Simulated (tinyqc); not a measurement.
Length of a molecular wire: coherent transport through a tight-binding bridge. Computed by the program tinyqc. T = Gamma_L Gamma_R |G_1n|^2 with the self-energies of semi-infinite chains.

A uniform bridge between two chains:
```
parameter,value
site energy (eV),3.640000
hopping in the bridge (eV),1.310000
lead hopping (eV),1.620000
couplings (eV),"1.19, 0.98"
E (eV),0.150000
```

Transmission against length:
```
sites,T,ln T
2,2.7225e-02,-3.604
3,5.5028e-03,-5.203
4,1.1220e-03,-6.793
5,2.2919e-04,-8.381
6,4.6834e-05,-9.969
7,9.5710e-06,-11.557
8,1.9560e-06,-13.145
9,3.9974e-07,-14.732
10,8.1692e-08,-16.320
```

What does the comparison show, and why?

E lies outside the band of the bridge (|E - e|/2h = 1.332 > 1), so T decays as exp(-beta n) with beta = 2 arccosh(1.332) = 1.5878 a site; the last two rows give 1.5878.
